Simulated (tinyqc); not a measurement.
# Inputs raised by 5 %, one at a time

Model: sheet resistance and Hall data of a diffused or implanted layer. Computed by tinyqc, a small Python program. Command: `OMP_NUM_THREADS=1 python tinyqc.py 3000875 3000876 out.jsonl layer sens`. One thread of a shared host (Intel(R) Xeon(R) Processor @ 2.30GHz), about 0.01 s of CPU time with the checks.

Carriers are taken equal to the net active doping down to the junction (full ionisation, which deep dopants in wide-gap hosts do not reach; no spill-over, no depletion), and the Hall factor is 1.

Inputs (values chosen for the exercise, modelled on arsenic in silicon):
```
quantity                                 value        unit
mu_min                                    50.9  cm^2/(V s)
mu_max                                    1440  cm^2/(V s)
N_ref                                  9.3e+16      1/cm^3
exponent alpha                            0.68           -
peak concentration N_0                   5e+18      1/cm^3
length scale l                             380          nm
background doping N_B (opposite type)  1.7e+17      1/cm^3
projected range R_p                       1100          nm
```

Profile: buried Gaussian (implant). Activation: complete.

Constants: e = 1.602176634e-19 C.

Method:
- N(x) = N_0 exp(-(x - R_p)^2/(2 l^2)) for x > 0, dose N_0 l sqrt(pi/2) erfc(-R_p/(l sqrt 2)), junction x_j = R_p + l sqrt(2 ln(N_0/N_B)); the layer starts at x_0 = max(0, 2 R_p - x_j).
- Mobility mu = mu_min + (mu_max - mu_min)/(1 + (N_t/N_ref)^alpha), N_t = active doping + N_B; carriers n = active doping - N_B, all dopants active.
- Integrals from x_0 (0 unless stated) to x_j by the midpoint rule on 400 even intervals: 1/R_s = e int n mu dx; sheet density n_s = int n dx; Hall sheet density (int n mu dx)^2/int n mu^2 dx; Hall mobility int n mu^2 dx/int n mu dx.
- Mean conductivity 1/(R_s x_j); mean mobility 1/(e n_s R_s).

Runs; columns: (1) input moved; (2) from; (3) to; (4) sheet resistance R_s (ohm); (5) Hall mobility (cm^2/(V s)); (6) junction depth x_j (nm); (7) mean conductivity 1/(R_s x_j) (S/cm):
```
(1)                                                 (2)        (3)    (4)    (5)   (6)    (7)
base run                                              -          -  86.66  175.5  2088  55.26
peak concentration N_0 (1/cm^3)                   5e+18   5.25e+18  83.71  172.6  2095  57.01
length scale l (nm)                                 380        399  82.54  175.5  2138  56.68
background doping N_B (opposite type) (1/cm^3)  1.7e+17  1.785e+17  87.25  174.6  2081  55.07
mu_min (cm^2/(V s))                                50.9     53.445  85.45  177.6  2088  56.04
mu_max (cm^2/(V s))                                1440       1512  83.67  182.1  2088  57.24
N_ref (1/cm^3)                                  9.3e+16  9.765e+16  84.88  179.2  2088  56.42
projected range R_p (nm)                           1100       1155  86.66  175.5  2143  53.84
```

Exponents ln(y'/y) / ln(x'/x):
```
input                                  sheet resistance R_s  Hall mobility  junction depth x_j  mean conductivity 1/(R_s x_j)
peak concentration N_0                               -0.709         -0.334               0.070                          0.640
length scale l                                       -1.000          0.000               0.479                          0.521
background doping N_B (opposite type)                 0.139         -0.103              -0.070                         -0.068
mu_min                                               -0.289          0.249               0.000                          0.289
mu_max                                               -0.721          0.761               0.000                          0.721
N_ref                                                -0.427          0.438               0.000                          0.427
projected range R_p                                   0.000          0.000               0.533                         -0.533
```

To which inputs is each result most sensitive?

Among the inputs moved here: sheet resistance R_s answers most in size to length scale l (exponent -1.000), next to mu_max (-0.721); its exponent is below 0.0005 for projected range R_p. Its exponent -1.000 in length scale l: the profile only stretches. Hall mobility answers most in size to mu_max (exponent +0.761), next to N_ref (+0.438); its exponent is below 0.0005 for length scale l, projected range R_p. Junction depth x_j answers most in size to projected range R_p (exponent +0.533), next to length scale l (+0.479); its exponent is below 0.0005 for mu_min, mu_max, N_ref. Mean conductivity 1/(R_s x_j) answers most in size to mu_max (exponent +0.721), next to peak concentration N_0 (+0.640).

Extremes, crossings and ranges named in words are read from the listed rows.
